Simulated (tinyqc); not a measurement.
CISD on RHF in the sto-6g basis, for Li+, spin multiplicity 1, step by step. Computed by tinyqc, a small Python program that keeps every step (integrals from PySCF). Settings: charge = 1, multiplicity = 1, basis = sto-6g, method = RHF, energy threshold = 1e-10, iteration cap = 69, orthogonalisation = symmetric, start = core, DIIS depth = 6, ci = CISD, davidson = 1. Command: `OMP_NUM_THREADS=1 python tinyqc.py 28158 28159 out.jsonl` (the two numbers bound the seeds that draw the settings). One thread of a shared host (Intel(R) Xeon(R) Processor @ 2.60GHz), about 0.1 s of CPU time with the checks. The early iterations of the SCF are left out here.

## One-electron integrals

Geometry (angstrom):
```
atom         x         y         z
Li    0.000000  0.000000  0.000000
```

Basis sto-6g: exponents (1/bohr^2) and contraction coefficients of normalised primitives:
```
element  l (shell)    exponent  coefficient
Li           s (1)  167.175846     0.009164
Li           s (1)   30.651508     0.049361
Li           s (1)    8.575187     0.168538
Li           s (1)    2.945808     0.370563
Li           s (1)    1.143944     0.416492
Li           s (1)    0.471139     0.130334
Li           s (2)    6.597564    -0.013253
Li           s (2)    1.305830    -0.046992
Li           s (2)    0.405851    -0.033785
Li           s (2)    0.156146     0.250242
Li           s (2)    0.067814     0.595117
Li           s (2)    0.031084     0.240706
Li           p (3)    6.597564     0.003760
Li           p (3)    1.305830     0.037679
Li           p (3)    0.405851     0.173897
Li           p (3)    0.156146     0.418036
Li           p (3)    0.067814     0.425860
Li           p (3)    0.031084     0.101708
```

Overlap, kinetic and nuclear-attraction integrals over the contracted functions; the nuclear repulsion is the sum of Za Zb / Rab.

nuclear repulsion = 0 hartree

overlap S:
```
           1Li 1s    1Li 2s   1Li 2px   1Li 2py   1Li 2pz
1Li 1s   1.000000  0.235742  0.000000  0.000000  0.000000
1Li 2s   0.235742  1.000000  0.000000  0.000000  0.000000
1Li 2px  0.000000  0.000000  1.000000  0.000000  0.000000
1Li 2py  0.000000  0.000000  0.000000  1.000000  0.000000
1Li 2pz  0.000000  0.000000  0.000000  0.000000  1.000000
```

kinetic energy T (hartree):
```
            1Li 1s     1Li 2s   1Li 2px   1Li 2py   1Li 2pz
1Li 1s    3.616742  -0.110723  0.000000  0.000000  0.000000
1Li 2s   -0.110723   0.106524  0.000000  0.000000  0.000000
1Li 2px   0.000000   0.000000  0.320007  0.000000  0.000000
1Li 2py   0.000000   0.000000  0.000000  0.320007  0.000000
1Li 2pz   0.000000   0.000000  0.000000  0.000000  0.320007
```

nuclear attraction V (hartree):
```
            1Li 1s     1Li 2s    1Li 2px    1Li 2py    1Li 2pz
1Li 1s   -8.067144  -0.828362   0.000000   0.000000   0.000000
1Li 2s   -0.828362  -1.200045   0.000000   0.000000   0.000000
1Li 2px   0.000000   0.000000  -1.199992   0.000000   0.000000
1Li 2py   0.000000   0.000000   0.000000  -1.199992   0.000000
1Li 2pz   0.000000   0.000000   0.000000   0.000000  -1.199992
```

core Hamiltonian H = T + V (hartree):
```
            1Li 1s     1Li 2s    1Li 2px    1Li 2py    1Li 2pz
1Li 1s   -4.450402  -0.939085   0.000000   0.000000   0.000000
1Li 2s   -0.939085  -1.093522   0.000000   0.000000   0.000000
1Li 2px   0.000000   0.000000  -0.879985   0.000000   0.000000
1Li 2py   0.000000   0.000000   0.000000  -0.879985   0.000000
1Li 2pz   0.000000   0.000000   0.000000   0.000000  -0.879985
```

## Two-electron integrals

Functions are numbered as in S; the eight-fold symmetry (ij|kl) = (ji|kl) = (kl|ij) leaves the list below.

Two-electron integrals (ij|kl) in chemists' order, unique and non-zero (hartree):
```
(11|11) 1.681247   (21|11) 0.242603   (21|21) 0.044507   (22|11) 0.397190
(22|21) 0.090279   (22|22) 0.290625   (31|31) 0.009437   (32|31) 0.014261
(32|32) 0.064236   (33|11) 0.397190   (33|21) 0.090279   (33|22) 0.290625
(33|33) 0.313125   (41|41) 0.009437   (42|41) 0.014261   (42|42) 0.064236
(43|43) 0.016875   (44|11) 0.397190   (44|21) 0.090279   (44|22) 0.290625
(44|33) 0.279374   (44|44) 0.313125   (51|51) 0.009437   (52|51) 0.014261
(52|52) 0.064236   (53|53) 0.016875   (54|54) 0.016875   (55|11) 0.397190
(55|21) 0.090279   (55|22) 0.290625   (55|33) 0.279374   (55|44) 0.279374
(55|55) 0.313125
```

## Orthogonalisation

S = U s U^T; symmetric (Loewdin) form X = U s^(-1/2) U^T, so that X^T S X = 1.

eigenvalues of S: 0.764258  1.000000  1.000000  1.000000  1.235742

X:
```
            1Li 1s     1Li 2s   1Li 2px   1Li 2py   1Li 2pz
1Li 1s    1.021726  -0.122153  0.000000  0.000000  0.000000
1Li 2s   -0.122153   1.021726  0.000000  0.000000  0.000000
1Li 2px   0.000000   0.000000  1.000000  0.000000  0.000000
1Li 2py   0.000000   0.000000  0.000000  1.000000  0.000000
1Li 2pz   0.000000   0.000000  0.000000  0.000000  1.000000
```

## Starting guess

The start is the orbitals of the core Hamiltonian; D = 2 C_occ C_occ^T.

D at the start:
```
            1Li 1s     1Li 2s   1Li 2px   1Li 2py   1Li 2pz
1Li 1s    2.029372  -0.066986  0.000000  0.000000  0.000000
1Li 2s   -0.066986   0.002211  0.000000  0.000000  0.000000
1Li 2px   0.000000   0.000000  0.000000  0.000000  0.000000
1Li 2py   0.000000   0.000000  0.000000  0.000000  0.000000
1Li 2pz   0.000000   0.000000  0.000000  0.000000  0.000000
```

## Iteration 9 (converged): orbitals

converged F (hartree):
```
            1Li 1s     1Li 2s    1Li 2px    1Li 2py    1Li 2pz
1Li 1s   -2.775752  -0.704184   0.000000   0.000000   0.000000
1Li 2s   -0.704184  -0.347335   0.000000   0.000000   0.000000
1Li 2px   0.000000   0.000000  -0.095909   0.000000   0.000000
1Li 2py   0.000000   0.000000   0.000000  -0.095909   0.000000
1Li 2pz   0.000000   0.000000   0.000000   0.000000  -0.095909
```

Diagonalise F' = X^T F X, C = X C', fill 1 alpha and 1 beta electrons from the bottom; D = 2 C_occ C_occ^T. Each column has its largest component positive (the first on a tie).

F' = X^T F X (hartree):
```
           1          2          3          4          5
1  -2.727080  -0.355838   0.000000   0.000000   0.000000
2  -0.355838  -0.228235   0.000000   0.000000   0.000000
3   0.000000   0.000000  -0.095909   0.000000   0.000000
4   0.000000   0.000000   0.000000  -0.095909   0.000000
5   0.000000   0.000000   0.000000   0.000000  -0.095909
```

orbital energies (hartree): MO1 -2.776764, MO2 -0.178551, MO3 -0.095909, MO4 -0.095909, MO5 -0.095909

coefficients C:
```
              MO1        MO2       MO3       MO4       MO5
1Li 1s   0.995018  -0.262267  0.000000  0.000000  0.000000
1Li 2s   0.020308   1.028801  0.000000  0.000000  0.000000
1Li 2px  0.000000   0.000000  1.000000  0.000000  0.000000
1Li 2py  0.000000   0.000000  0.000000  1.000000  0.000000
1Li 2pz  0.000000   0.000000  0.000000  0.000000  1.000000
```

D after iteration 9:
```
           1Li 1s    1Li 2s   1Li 2px   1Li 2py   1Li 2pz
1Li 1s   1.980121  0.040413  0.000000  0.000000  0.000000
1Li 2s   0.040413  0.000825  0.000000  0.000000  0.000000
1Li 2px  0.000000  0.000000  0.000000  0.000000  0.000000
1Li 2py  0.000000  0.000000  0.000000  0.000000  0.000000
1Li 2pz  0.000000  0.000000  0.000000  0.000000  0.000000
```

Within a degenerate level the vectors are fixed only up to a rotation; this is one choice.

## Convergence

Stop when the energy changes by less than 1e-10 hartree and every element of the error matrix X^T (F D S - S D F) X is below 3e-06.

Course of the cycle:
```
iteration  E (hartree)     change  largest element of the error matrix
1          -7.20903758          -                             2.35e-01
2          -7.22114444  -1.21e-02                             2.94e-02
3          -7.22133372  -1.89e-04                             1.40e-04
4          -7.22133373  -3.50e-09                             5.97e-05
5          -7.22133373  -4.65e-10                             3.79e-05
6          -7.22133373  -1.46e-10                             2.78e-05
7          -7.22133373  -6.38e-11                             2.19e-05
8          -7.22133373  -1.05e-10                             3.45e-08
9          -7.22133373  -8.88e-16                             5.78e-11
```

PySCF RHF in the same basis = -7.22133373 hartree

Converged in 9 iterations.

## Populations

Mulliken: Z minus the diagonal of D S on the atom; Loewdin: the same with S^(1/2) D S^(1/2).

Charges (e):
```
atom  Mulliken   Loewdin
1Li   1.000000  1.000000
```

## Integrals over molecular orbitals

(pq|rs) = sum C_ip C_jq C_kr C_ls (ij|kl), one index at a time.

one-electron integrals over orbitals h = C^T H C (hartree):
```
           1          2          3          4          5
1  -4.444569   0.182217   0.000000   0.000000   0.000000
2   0.182217  -0.956766   0.000000   0.000000   0.000000
3   0.000000   0.000000  -0.879985   0.000000   0.000000
4   0.000000   0.000000   0.000000  -0.879985   0.000000
5   0.000000   0.000000   0.000000   0.000000  -0.879985
```

Two-electron integrals over orbitals (pq|rs), unique and non-zero (hartree):
```
(11|11) 1.667805    (21|11) -0.182217   (21|21) 0.031344    (22|11) 0.404780
(22|21) -0.009899   (22|22) 0.283189    (31|31) 0.009946    (32|31) 0.013403
(32|32) 0.060943    (33|11) 0.397011    (33|21) -0.005643   (33|22) 0.286209
(33|33) 0.313125    (41|41) 0.009946    (42|41) 0.013403    (42|42) 0.060943
(43|43) 0.016875    (44|11) 0.397011    (44|21) -0.005643   (44|22) 0.286209
(44|33) 0.279374    (44|44) 0.313125    (51|51) 0.009946    (52|51) 0.013403
(52|52) 0.060943    (53|53) 0.016875    (54|54) 0.016875    (55|11) 0.397011
(55|21) -0.005643   (55|22) 0.286209    (55|33) 0.279374    (55|44) 0.279374
(55|55) 0.313125
```

## CISD: determinants and Hamiltonian

Hartree-Fock energy = -7.22133373 hartree

Slater-Condon rules over spin orbitals, with the nuclear repulsion added and E(HF) subtracted on the diagonal. Only determinants linked to the reference directly or through others are kept (one block of an abelian symmetry group), so some states are absent.

Occupation strings over the orbitals (2 doubly, a alpha, b beta, 0 empty; spin orbitals ordered 1a 1b 2a 2b ...): 20000 ab000 ba000 02000 00200 00020 00002

H - E(HF) between determinants (hartree):
```
          20000      ab000      ba000      02000      00200      00020      00002
20000  0.000000   0.000000   0.000000   0.031344   0.009946   0.009946   0.009946
ab000  0.000000   2.224778  -0.031344   0.172318   0.013403   0.013403   0.013403
ba000  0.000000  -0.031344   2.224778  -0.172318  -0.013403  -0.013403  -0.013403
02000  0.031344   0.172318  -0.172318   5.590991   0.060943   0.060943   0.060943
00200  0.009946   0.013403  -0.013403   0.060943   5.774488   0.016875   0.016875
00020  0.009946   0.013403  -0.013403   0.060943   0.016875   5.774488   0.016875
00002  0.009946   0.013403  -0.013403   0.060943   0.016875   0.016875   5.774488
```

## CISD: roots

Diagonalise (each vector has its largest component positive (the first on a tie)); all determinants have Ms = 0, so triplets appear too. The lowest singlet root is the correlation energy.

lowest roots of this matrix, relative to E(HF) (hartree): -0.000224  2.193434  2.238234  5.561809  5.757613  5.757613  5.855532

lowest vectors:
```
          root 1    root 2     root 3     root 4
20000   0.999980  0.000000  -0.001066   0.003912
ab000   0.000456  0.707107   0.705240   0.044843
ba000  -0.000456  0.707107  -0.705240  -0.044843
02000  -0.005580  0.000000  -0.072262   0.914178
00200  -0.001656  0.000000  -0.004059  -0.231114
00020  -0.001656  0.000000  -0.004059  -0.231114
00002  -0.001656  0.000000  -0.004059  -0.231114
```

<S^2> of these roots: 0.000000  2.000000  0.000000  0.000000  0.000000  0.000000  0.000000

weight of the ground state by excitation level 0, 1, 2, ...: 0.999960  0.000000  0.000039

Within a degenerate level the vectors are fixed only up to a rotation; this is one choice.

## The lowest root by the Davidson method

Start from the reference; add the residual divided by (theta - H_ii), orthogonalised, at each step.

Davidson iterations:
```
iteration  subspace  lowest Ritz value (hartree)  residual norm
1                 1                   0.00000000       3.58e-02
2                 2                  -0.00022334       1.51e-03
3                 3                  -0.00022430       6.45e-05
4                 4                  -0.00022430       1.43e-17
```
